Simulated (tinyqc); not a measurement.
Balance functions: hot carriers by balance equations with a heated Maxwellian. Computed by tinyqc, a small Python program. Command: `OMP_NUM_THREADS=1 python tinyqc.py 3006436 3006437 out.jsonl hot walk`. One thread of a shared host (Intel(R) Xeon(R) Processor @ 2.30GHz), about 0.01 s of CPU time with the checks.

The carriers follow a Maxwellian at an electron temperature T_e, slightly displaced; the drift energy is neglected against k_B T_e. The balance averages the rate, not the time, so mu_0 lies below the relaxation-time value.

Inputs (values chosen for the exercise, modelled on electrons in silicon):

| quantity | value | unit |
|---|---|---|
| effective mass m | 0.322 | m_0 |
| density rho | 2329 | kg/m^3 |
| sound velocity v_l | 9290 | m/s |
| acoustic deformation potential D_A | 10 | eV |
| phonon energy hbar w | 59.7 | meV |
| optical or intervalley deformation potential D_o | 4.4 | 1e8 eV/cm |
| final valleys Z_f | 5 | - |
| lattice temperature T | 200 | K |

Band: parabolic. Solver: Newton.

Constants: k_B = 8.617333262e-05 eV/K; k_B = 1.380649e-23 J/K; e = 1.602176634e-19 C; hbar = 1.054571817e-34 J s; m_0 = 9.1093837015e-31 kg; hbar = 6.582119569e-16 eV s.

Method:
- Parabolic band: E = hbar^2 k^2/(2 m), speed v = hbar k/m, states per spin, volume and energy g(E) = m k/(2 pi^2 hbar^2). Masses are multiplied by m_0 and all formulas are in SI units.
- Phonon occupation N_q = 1/(exp(hbar w/(k_B T)) - 1).
- Acoustic deformation potential (elastic, equipartition, absorption and emission together): 1/tau = 2 pi k_B T D_A^2 g(E)/(hbar rho v_l^2).
- Optical or intervalley deformation potential: 1/tau = (pi Z_f D_o^2/(rho w)) [N_q g(E + hbar w) + (N_q + 1) g(E - hbar w)], with g = 0 below the band edge.
- Averages over the Maxwellian, <y> = int y x^(1/2) exp(-x) dx / int x^(1/2) exp(-x) dx with x = E/(k_B T_e), split at x_0 = hbar w/(k_B T_e): 64 Gauss-Legendre points in sqrt(x) below it and 128 in sqrt(x - x_0) above it, up to x = 32. Momentum balance: mu(T_e) = e/(m nu), nu = <x (sum of rates)>/<x>. Power lost per carrier: P(T_e) = hbar w <emission rate - absorption rate> + <(2 m v_l^2/(k_B T)) (E - 2 k_B T) acoustic rate>.
- The field that sustains T_e follows from e mu F^2 = P.

Against the electron temperature:

| T_e (K) | mu (cm^2/(V s)) | P optical (1e9 eV/s) | P acoustic (1e9 eV/s) | F (kV/cm) | drift velocity (1e7 cm/s) |
|---|---|---|---|---|---|
| 220 | 2238.2 | 3.02 | 8.0139e-02 | 1.177 | 0.2634 |
| 260 | 1886.1 | 10.26 | 2.6136e-01 | 2.362 | 0.4455 |
| 320 | 1527.4 | 23.19 | 5.7991e-01 | 3.945 | 0.6025 |
| 400 | 1231.7 | 42.34 | 1.0806e+00 | 5.937 | 0.7313 |
| 600 | 870.0 | 90.93 | 2.6469e+00 | 10.371 | 0.9023 |
| 1000 | 603.0 | 174.31 | 6.8343e+00 | 17.332 | 1.0451 |
| 1600 | 450.7 | 269.70 | 1.5128e+01 | 25.140 | 1.1330 |
| 2400 | 357.7 | 366.50 | 2.9116e+01 | 33.257 | 1.1896 |

What does the comparison show, and why?

Optical phonons take 97 % of the power in the first row and 93 % in the last. The velocity grows as F^0.75 at first and as F^0.17 at the end, so it levels off; if optical phonons alone set both balances the limit at high T_e would be sqrt(3 hbar w tanh(hbar w/2 k_B T)/(4 m)) = 1.52 in the same unit. Rows above 1400 K (k_B T_e > 0.12 eV) stretch the parabolic band.
